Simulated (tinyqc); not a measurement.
From results back to parameters: plasmons of a degenerate electron gas in the random-phase approximation. Four cases, with inputs chosen for the exercise.

Problem. At small q the plasmon follows E = Ep + B q^2 with B = (3/10)(hbar vF)^2/Ep, hbar vF = 2 c kF/m; n and m are hidden.

Zero temperature, parabolic band: kF = (3 pi^2 n)^(1/3), EF = c kF^2/m, Ep^2 = 8 pi c e2 n/(m eb), qTF^2 = 6 pi e2 n/(eb EF), c = hbar^2/2m0, e2 = e^2/(4 pi eps0), n in 1/angstrom^3 (1e-24 per 1/cm^3).

Constants: hbar^2/2m0 = 3.80998211 eV angstrom^2; e^2/(4 pi eps0) = 14.39964547 eV angstrom.

Case 1.

Values chosen (out of a larger set: a free-electron density near that of Na; not measured data): eb = 1 (background dielectric constant).

Ep = 6.03336 eV
B = 2.44992 eV angstrom^2

Case 2.

Values chosen (out of a larger set: a free-electron density near that of Na; not measured data): eb = 1 (background dielectric constant).

Ep = 6.12409 eV
B = 2.46214 eV angstrom^2

Case 3.

Values chosen (out of a larger set: mass and background constant near those of GaAs; polar phonons, which mix with the plasmon in the real crystal, and the rise of the mass with filling are left out; not measured data): eb = 10.9 (background dielectric constant).

Ep = 72.4925 meV
B = 100.570 eV angstrom^2

Case 4.

Values chosen (out of a larger set: mass and background constant near those of GaN; polar phonons, which mix with the plasmon in the real crystal, and the rise of the mass with filling are left out; not measured data): eb = 5.13 (background dielectric constant).

Ep = 38.9384 meV
B = 11.9984 eV angstrom^2

Find: hbar vF; kF; n; m.

Solution. hbar vF = sqrt(B Ep/0.3); Ep^2 = (4 e2/(3 pi eb)) kF^2 hbar vF gives kF, then n and m.

Case 1.

hbar vF = 7.019 eV angstrom
kF = 0.9212 1/angstrom
n = 2.64e+22 1/cm^3
m = 1.000 m0

Case 2.

hbar vF = 7.090 eV angstrom
kF = 0.9304 1/angstrom
n = 2.72e+22 1/cm^3
m = 1.000 m0

Case 3.

hbar vF = 4.930 eV angstrom
kF = 0.04360 1/angstrom
n = 2.80e+18 1/cm^3
m = 0.067 m0

Case 4.

hbar vF = 1.248 eV angstrom
kF = 0.03194 1/angstrom
n = 1.10e+18 1/cm^3
m = 0.195 m0

Computed by tinyqc, one run a case: `OMP_NUM_THREADS=1 python tinyqc.py N N+1 out.jsonl` with N = 1680647, 1680666, 1680671, 1680767; one thread of a shared Intel(R) Xeon(R) Processor @ 2.30GHz, about 0.01 s a run at most.
